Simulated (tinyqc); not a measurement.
Stretching all distances: RHF, UHF, MP2, CISD and CCSD against full CI in the 6-311g basis, for HeH+, spin multiplicity 1. Computed by the program tinyqc with PySCF. 

Geometry (angstrom):
```
atom       x       y       z
He    0.0000  0.0000  0.0000
H     0.0000  0.0000  0.7650
```

All coordinates are multiplied by the scale. c0^2 is the weight of the RHF determinant in the lowest singlet FCI state (UHF is spin-contaminated and may lie near states of higher spin) and n(LUMO) the first natural occupation beyond the occupied space.

Full CI energy (hartree) and errors against it (kcal/mol):
```
scale   distance 1-2 (angstrom)     E(FCI)      RHF      UHF     MP2    CISD    CCSD  <S^2> UHF    c0^2  n(LUMO)
0.9200                   0.7038  -2.936365  14.4080  14.4080  3.1117  0.0000  0.0000     0.0000  0.9933   0.0117
1.2100                   0.9256  -2.931119  14.3252  14.3252  3.2681  0.0000  0.0000     0.0000  0.9916   0.0147
1.5100                   1.1551  -2.909931  13.3629  13.3629  3.0769  0.0000  0.0000     0.0000  0.9916   0.0144
1.8000                   1.3770  -2.894460  12.2297  12.2297  2.7935  0.0000  0.0000     0.0000  0.9928   0.0125
2.0900                   1.5989  -2.885394  11.3927  11.3927  2.5760  0.0000  0.0000     0.0000  0.9940   0.0107
2.3900                   1.8283  -2.880636  10.8925  10.8925  2.4366  0.0000  0.0000     0.0000  0.9948   0.0096
2.6800                   2.0502  -2.878473  10.6404  10.6404  2.3596  0.0000  0.0000     0.0000  0.9953   0.0089
```

UHF stays equal to RHF over this range. The weight c0^2 goes from 0.99 to 1.00 and n(LUMO) from 0.01 to 0.01: one determinant still serves, as it does when a bond breaks into closed-shell fragments or is not yet far stretched. The spread of the error along the curve, which distorts its shape, is CISD 0.0, CCSD 0.0, MP2 0.9, RHF 3.8, UHF 3.8 kcal/mol. With two electrons CISD and CCSD are exact.
